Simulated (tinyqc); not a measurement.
# Ferroelectric with a first-order transition, Landau-Devonshire energy: depolarisation in a thin film

One domain with free energy u = al P^2 + be P^4 + ga P^6 - E P, al = a0 (T - T0), be < 0 < ga (P in uC/cm^2, E in kV/cm, u in mJ/cm^3). Equilibrium: E = 2 al P + 4 be P^3 + 6 ga P^5; a state is stable against small changes where dE/dP > 0. The coercive field is that of uniform switching, which real films, switching by domains, do not reach.

Imperfect screening, an effective length ls = 0.013 nm at each electrode, adds the energy ls P^2/(eps0 t), so al becomes al + ls/(eps0 t) and T0 falls by ls/(eps0 a0 t) (short-circuited film, background permittivity neglected). Ps^2 = [-be + sqrt(be^2 - 3 al ga)]/(3 ga); Pc^2 = [-3 be + sqrt(9 be^2 - 15 al ga)]/(15 ga), Ec = -E(Pc); susceptibility chi = 1/(eps0 dE/dP). TC = T0 + be^2/(4 a0 ga), where u(Ps) = u(0); T1 = T0 + be^2/(3 a0 ga), where the polar minimum disappears.

Inputs (values chosen for the exercise):
```
symbol,value,unit,meaning
a0,0.015,kV cm/(uC K),slope of the quadratic coefficient
T0,600,K,Curie-Weiss temperature
be,-0.00014,kV cm^5/uC^3,quartic coefficient
ga,5e-8,kV cm^9/uC^5,sixth-order coefficient
T,520,K,temperature
```

Constants: eps0 = 8.8541878128e-14 F/cm where lengths are in cm. Results are converted to the units shown.

Results:

| t (nm) | fall of T0 (K) | Ps (uC/cm^2) | depolarising field 2 ls Ps/(eps0 t) (kV/cm) | u(Ps) (mJ/cm^3) |
|---|---|---|---|---|
| 120 | 81.568 | 42.172 | 103.20 | -119.71 |
| 180 | 54.379 | 52.785 | 86.111 | -1076.1 |
| 290 | 33.752 | 57.251 | 57.971 | -2017.2 |
| 450 | 21.752 | 59.338 | 38.721 | -2629.5 |
| 1100 | 8.8984 | 61.306 | 16.366 | -3331.5 |
| 1800 | 5.4379 | 61.798 | 10.082 | -3528.2 |
| 2800 | 3.4958 | 62.069 | 6.5094 | -3639.9 |
| 4400 | 2.2246 | 62.243 | 4.1540 | -3713.6 |

Estimate the missing row, t = 720 nm.

Computed row:

| t (nm) | fall of T0 (K) | Ps (uC/cm^2) | depolarising field 2 ls Ps/(eps0 t) (kV/cm) | u(Ps) (mJ/cm^3) |
|---|---|---|---|---|
| 720 | 13.595 | 60.614 | 24.721 | -3069.7 |

With this row back in the table: As the film thickens from 120 to 4400 nm, Ps rises from 42.2 to 62.2 uC/cm^2 (bulk 62.5) and the depolarising field falls from 103 to 4.15 kV/cm. The polar state is the lowest for t > 113 nm and exists at all for t > 110 nm.

Numbers from tinyqc (`OMP_NUM_THREADS=1 python tinyqc.py 2860017 2860018 out.jsonl`; about 0.01 s on one thread of a shared Intel Xeon 2.30GHz).
